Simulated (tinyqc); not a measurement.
Electrons shared among three sets of ellipsoidal valleys, step by step. Values are carried at full precision from step to step, so a last printed digit may differ when a step is redone from the rounded ones.

Constants: hbar^2/2m0 = 3.80998211 eV angstrom^2; kB = 8.617333262e-05 eV/K.

Values chosen for the exercise (masses and offsets near those of Si; mobilities are free inputs, held fixed; not measured data):
- ml = (0.895, 0.895, 1.765) m0 (longitudinal masses of Delta2, Delta4, L)
- mt = (0.1893, 0.1893, 0.118) m0 (transverse masses)
- M = (2, 4, 4) (valleys in each set)
- T = 200 K
- dE = (0, 0.126, 0.811) eV (edges of Delta2, Delta4, L above the first, the first two split by strain)
- n = 1.7e+19 1/cm^3 (total electron density)
- mu = (1700, 980, 400) cm^2/(V s) (mobility of each set, for current in the plane normal to the Delta2 axis)

## Masses of each set

One valley: m_d = (ml mt^2)^(1/3). Whole set: m_de = M^(2/3) m_d. Mean over three axes: 1/m_c = (1/ml + 2/mt)/3. Anisotropy K = ml/mt.

m_d, m_de, m_c (m0) and K of each set:
```
set        m_d    m_de     m_c      K
Delta2  0.3177  0.5043  0.2568   4.73
Delta4  0.3177  0.8006  0.2568   4.73
L       0.2907  0.7326  0.1713  14.96
```

m_de/m_c is 1.96 for Delta2, 3.12 for Delta4, 4.28 for L: many anisotropic valleys give many states at a light conductivity mass. m_c is the mean over three axes; a set that holds only some of the equivalent valleys conducts with a mass that depends on direction.

## Effective densities of states

N_i = M_i times N = 2 (m kB T/(4 pi c))^(3/2) with c = hbar^2/2m0, in 1/angstrom^3; times 1e24 for 1/cm^3, with m = (ml mt^2)^(1/3).

kT = 0.017235 eV

N_i (1/cm^3): Delta2 4.8925e+18, Delta4 9.7849e+18, L 8.5654e+18

## Fermi level and populations

F_j(eta) = (1/Gamma(j + 1)) integral_0^infinity x^j dx/(1 + exp(x - eta)), which tends to exp(eta) for eta << 0.

Solve n = sum_i N_i F_1/2((EF - dE_i)/kT), energies from the edge of the first set.

EF = 0.0415 eV

eta_i: Delta2 2.41, Delta4 -4.90, L -44.65

n_i (1/cm^3): Delta2 1.69e+19, Delta4 7.27e+16, L 0.349

shares: Delta2 0.9957, Delta4 0.0043, L 0.0000

Delta2 holds most electrons (99.6 %). Boltzmann weights N_i exp(-dE_i/kT) would give Delta4 a share of 0.0013.

## Drift and Hall mobility of the mixture

With f_i the shares, mu_drift = sum f_i mu_i; low-field Hall mobility mu_H = sum f_i mu_i^2/mu_drift (scattering and anisotropy factors set to 1); the Hall density is n mu_drift/mu_H; rho = 1/(e n mu_drift), e = 1.602176634e-19 C.

mu_drift = 1697 cm^2/(V s)
mu_H = 1698 cm^2/(V s)
Hall density = 1.70e+19 1/cm^3
rho = 0.000216 ohm cm

A Hall measurement would read 99.9 % of the true density. The mobilities are of the size met in pure crystals; at this density impurities would cut them and raise rho, by a factor of two to ten or more depending on crystal and density.

## Checks

- Share of Delta4 at n = 1e10 1/cm^3 against the Boltzmann weight: both 0.001335.

Run: tinyqc, `OMP_NUM_THREADS=1 python tinyqc.py 1681642 1681643 out.jsonl`; Intel(R) Xeon(R) Processor @ 2.30GHz, one thread, shared host; about 0.01 s of CPU time with all checks.
